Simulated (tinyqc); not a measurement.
# Threshold spread from leakage statistics

Inverse problem. VT is Gaussian with standard deviation s and Ioff goes as exp(-VT/(n Vt)), so Ioff is log-normal: mean/median = exp(w^2/2) with w = s/(n Vt). Find w, s, the relative standard deviation sqrt(exp(w^2) - 1) and the share of devices that leak more than the mean, erfc(w/(2 sqrt(2)))/2.

Values chosen for this exercise: temperature T = 325 K; subthreshold factor n = 1.1.

Constants: q = 1.602176634e-19 C, kB = 1.380649e-23 J/K, Vt = kB T/q. Results are converted to the units shown.

mean/median of the off current = 2.9199069

Answer. w = sqrt(2 ln(mean/median)); the mean lies w/2 standard deviations out in ln Ioff.

w = 1.46
s = 45.1 mV
relative standard deviation = 2.74
share above the mean = 23.2 %

Computed by the program tinyqc: `OMP_NUM_THREADS=1 python tinyqc.py 2090055 2090056 out.jsonl`, one thread of a shared Intel Xeon 2.30GHz, about 0.01 s for the whole run.
